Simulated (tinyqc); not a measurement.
Surface Green function of a zigzag honeycomb ribbon two chains wide, Sancho-Rubio decimation: effect of the broadening.

A semi-infinite lead of cells 0, 1, 2, ... with H0 inside a cell and H1 = <cell i|H|cell i + 1>. Cell of four sites joined 1-2-3-4 by -t; site 2 joins site 1 of the next cell and site 3 joins site 4 of the next cell. z = E + i eta.

Start with e_s = e = H0, a = H1, b = H1^dagger. Each round: g = (z - e)^(-1); e_s <- e_s + a g b; e <- e + a g b + b g a; a <- a g a; b <- b g b (all with the old a, b). Round k joins cells 2^k apart. Stop when the largest entry of the matrices a and b is below 1e-12 eV; g_s = (z - e_s)^(-1), bulk (z - e)^(-1), density of states -Im Tr/pi. The last column counts the steps of the plain recursion g <- (z - H0 - H1 g H1^dagger)^(-1), one cell a step from g = (z - H0)^(-1), until no entry changes by more than 1e-8 1/eV.

Values chosen for this exercise:
```
symbol  value  unit  meaning
E       -1.99    eV   energy
```

H0 (eV):

|  | 1 | 2 | 3 | 4 |
|---|---|---|---|---|
| 1 | 0.23 | -1 | 0 | 0 |
| 2 | -1 | -0.23 | -1 | 0 |
| 3 | 0 | -1 | 0.23 | -1 |
| 4 | 0 | 0 | -1 | -0.23 |

H1 (eV):

|  | 1 | 2 | 3 | 4 |
|---|---|---|---|---|
| 1 | 0 | 0 | 0 | 0 |
| 2 | -1 | 0 | 0 | 0 |
| 3 | 0 | 0 | 0 | -1 |
| 4 | 0 | 0 | 0 | 0 |

Result of one run:

| eta (eV) | rounds | surface density of states (1/eV) | plain steps |
|---|---|---|---|
| 0.02 | 10 | 0.7806 | 334 |

What becomes of these results when the broadening eta is changed from 0.02 to 0.01 eV, all else the same?

Result of the changed run:

| eta (eV) | rounds | surface density of states (1/eV) | plain steps |
|---|---|---|---|
| 0.01 | 11 | 0.7877 | 669 |

The whole series:

| eta (eV) | rounds | surface density of states (1/eV) | plain steps |
|---|---|---|---|
| 0.3 | 6 | 0.6308 | 23 |
| 0.1 | 8 | 0.7285 | 67 |
| 0.04 | 9 | 0.7667 | 167 |
| 0.02 | 10 | 0.7806 | 334 |
| 0.01 | 11 | 0.7877 | 669 |
| 0.004 | 13 | 0.7921 | 1673 |

The rounds go from 6 to 13 and the plain steps from 23 to 1673. Inside a band the plain recursion needs a number of steps that grows as 1/eta, the decimation only as log2(1/eta). The density of states tends to 0.7951 1/eV as eta goes to zero; the first row is 21 % below that and the last 0.37 % below it.

Numbers from tinyqc (`OMP_NUM_THREADS=1 python tinyqc.py 2680132 2680133 out.jsonl`; about 0.08 s on one thread of a shared Intel Xeon 2.30GHz).
